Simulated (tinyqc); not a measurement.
Classical Heisenberg spin chain: exact results, Metropolis, heat-bath and over-relaxation steps, and a Monte Carlo run: one step, computed by the program tinyqc.

E = -J sum_i s_i . s_(i+1) for unit vectors s_i on an open chain; K = J/(k_B T).

Problem. Exact results. Each bond angle is independent, so u = <s_i . s_(i+1)> = coth K - 1/K, <s_i . s_(i+n)> = u^n, correlation length xi = -1/ln|u|, energy per bond -J u, heat capacity per bond c/k_B = 1 - K^2/sinh^2 K, and for the long chain chi = mu^2 (1 + u)/(3 k_B T (1 - u)) per spin.

Inputs (values chosen for the exercise, for a model chain of large moments): coupling J = 13 meV; temperature T = 52 K; moment mu = 5.1 mu_B.

Constants: k_B = 8.617333262e-05 eV/K; mu_B = 5.7883818060e-05 eV/T.

Give: K; u; xi; energy per bond; heat capacity; chi over the Curie value; chi.

Solution.

K = 2.901

u = 0.6614

xi = 2.419 sites

energy per bond = -8.598 meV

heat capacity = 0.8977 k_B/bond

chi over the Curie value = 4.906

chi = 0.5495 mu_B/T per spin
